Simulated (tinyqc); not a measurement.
# Via and link resistance from two via chains

Problem. A chain of 2000 vias joined by 2000 metal links has R = 2000 (Rv + Rlink), with Rlink proportional to the link length. Find Rv, Rlink for length L, and the value of Rv that the short chain would give if the links were ignored.

resistance of chains of 2000 links with link lengths L and 3 L (ohm): 56400  65200

Answer. R per link is a straight line in the link length; its intercept at zero length is Rv.

Rv = 26.0 ohm
Rlink = 2.20 ohm
Rv without correction = 28.2 ohm

Program tinyqc, `OMP_NUM_THREADS=1 python tinyqc.py 2750167 2750168 out.jsonl`; Intel Xeon 2.30GHz, shared host, one thread, about 0.01 s.
